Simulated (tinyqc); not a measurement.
Fermi level and growth conditions: formation energy of a charged point defect from supercell energies. Computed by tinyqc, a small Python program. Command: `OMP_NUM_THREADS=1 python tinyqc.py 3015832 3015833 out.jsonl formation walk`. One thread of a shared host (Intel(R) Xeon(R) Processor @ 2.30GHz), about 0.01 s of CPU time with the checks.

The host is a compound AB. Making the defect adds n_A = 1, n_B = -1 atoms to the cell. All total energies are inputs. E_F is counted from the valence-band maximum (VBM); x = 0 is A-rich and x = 1 B-rich growth.

Inputs (values chosen for the exercise, for a model compound AB): gap E_g = 5.21 eV; E_VBM of the host cell = 6.28 eV; potential alignment dV = 0.051 eV; dielectric constant eps = 10.7; cell length L = 10.7 angstrom; mu_A of the pure element = -4.589 eV; mu_B of the pure element = -4.324 eV; formation enthalpy dH of AB = -4.39 eV; growth condition x = 0.8.

Defect: A on a B site. Supercell lattice: bcc.

charge states q: [2, 1, 0, -1, -2]

E(defect, q) - E(host), in the order of q (eV): [-11.192, -3.881, 3.307, 12.074, 21.204]

Constants: e^2/(4 pi eps_0) = 14.39964548 eV angstrom.

Method:
- dmu_A = x dH and dmu_B = (1 - x) dH, so that dmu_A + dmu_B = dH; mu = mu(element) + dmu.
- The reservoir term is sum n_i mu_i.
- Image-charge correction of a point charge in a neutralising background: E_corr = q^2 alpha e^2/(4 pi eps_0) / (2 eps L), alpha = 2.888462 for a bcc array with L the cube root of the volume.
- E_f(q, E_F) = [E(defect, q) - E(host)] - sum n_i mu_i + q (E_VBM + dV + E_F) + E_corr(q).
- Each entry is the lowest E_f over q.

E_f(q, 0) (eV): (q=+2) 5.0956, (q=+1) 5.5306, (q=0) 6.2060, (q=-1) 8.8236, (q=-2) 12.1676

sum n_i mu_i = -2.899 eV

Lowest formation energy (eV):
```
E_F (eV)  stable q  A-rich, x = 0  x = 0.5  B-rich, x = 1
0.000           +2        -1.9284   2.4616         6.8516
0.651           +1        -0.8424   3.5476         7.9376
1.302            0        -0.8180   3.5720         7.9620
1.954            0        -0.8180   3.5720         7.9620
2.605            0        -0.8180   3.5720         7.9620
3.256           -1        -1.4564   2.9336         7.3236
3.907           -2        -2.6704   1.7196         6.1096
4.559           -2        -3.9744   0.4156         4.8056
5.210           -2        -5.2764  -0.8864         3.5036
```

Going from A-rich to B-rich growth shifts every line by +8.780 eV and moves no transition level. The slope of the envelope is the stable charge, so E_f is highest in the rows from E_F = 1.30 to 2.60 eV, where the neutral state is stable, and it falls on both sides: the defect is amphoteric and compensates either doping. Under A-rich growth E_f is negative in every row: the host would not be stable against this defect at that limit.

Extremes, crossings and ranges named in words are read from the listed rows.
